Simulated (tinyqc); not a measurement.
From results back to parameters: averaged masses of warped heavy- and light-hole bands. Three cases, with inputs chosen for the exercise.

Problem. For B along [111] the central orbits have s = 1/4 all round, so the cyclotron masses are 1/(g1 -/+ sqrt(g2^2 + 3 g3^2)). They are given with the heavy-hole mass along [100], 1/(g1 - 2 g2); g2 and g3 are positive.

Case 1.

heavy and light cyclotron mass for B along [111]; heavy mass along [100] (m0): 0.6566292  0.0801470  0.3472222

Case 2.

heavy and light cyclotron mass for B along [111]; heavy mass along [100] (m0): 0.5696005  0.1465334  0.2770083

Case 3.

heavy and light cyclotron mass for B along [111]; heavy mass along [100] (m0): 0.3625262  0.0415946  0.2083333

Find: g1; sqrt(g2^2 + 3 g3^2); g2; g3.

Solution. The mean of the two inverse cyclotron masses is g1 and half their difference is the root; g2 = (g1 - 1/m[100])/2, and g3 follows.

Case 1.

g1 = 7.00
sqrt(g2^2 + 3 g3^2) = 5.477
g2 = 2.06
g3 = 2.93

Case 2.

g1 = 4.29
sqrt(g2^2 + 3 g3^2) = 2.534
g2 = 0.34
g3 = 1.45

Case 3.

g1 = 13.40
sqrt(g2^2 + 3 g3^2) = 10.642
g2 = 4.30
g3 = 5.62

Computed by tinyqc, one run a case: `OMP_NUM_THREADS=1 python tinyqc.py N N+1 out.jsonl` with N = 1080515, 1080529, 1080533; one thread of a shared Intel(R) Xeon(R) Processor @ 2.30GHz, about 0.02 s a run at most.
